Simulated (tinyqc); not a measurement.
Bandgap voltage reference from two bipolar transistors: one step of the calculation.

Two transistors of area 1 and N carry the same current I. Is(T) = Is (T/T0)^eta exp[(Vg0 q/kB)(1/T0 - 1/T)], VBE1 = Vt ln(I/Is(T)) + I rb, VBE2 = Vt ln(I/(N Is(T))) + I rb/N. The amplifier forces I R1(T) = VBE1 - VBE2 + Vos, with R(T) = R (1 + tc (T - T0)) for both resistors, and the output is Vref = VBE1 + I R2(T). Base currents and the Early effect are neglected.

Task. Operating point at the reference temperature. Vt = kB T/q; I = (Vt ln N + Vos)/(R1(T) - rb (1 - 1/N)). Evaluate at T = T0.

Parameters, values chosen for the exercise; values of the order met in silicon bipolar transistors:
```
symbol    value   unit                                                   meaning
T0          300      K                                     reference temperature
Vg0       1.183      V                      band-gap voltage extrapolated to 0 K
eta         3.6                   temperature exponent of the saturation current
Is      1.9e-17      A           saturation current of the unit transistor at T0
N            24                              area ratio of the second transistor
R1           37   kohm  resistor across which the difference of VBE falls, at T0
tc            0  ppm/K                 temperature coefficient of both resistors
Vos           0     mV                                   offset of the amplifier
rb            0    ohm                  series resistance of the unit transistor
R2        271.7   kohm                                     output resistor at T0
```

Constants: q = 1.602176634e-19 C, kB = 1.380649e-23 J/K. Results are converted to the units shown.

Find: Vt; I; Is(T); VBE1; I R2; Vref.

Result.

Vt = 0.02585 V
I = 2.221 uA
Is(T) = 1.900e-17 A
VBE1 = 0.6588 V
I R2 = 0.6033 V
Vref = 1.262 V

Numbers from tinyqc (`OMP_NUM_THREADS=1 python tinyqc.py 2062047 2062048 out.jsonl`; about 0.02 s on one thread of a shared Intel Xeon 2.30GHz).
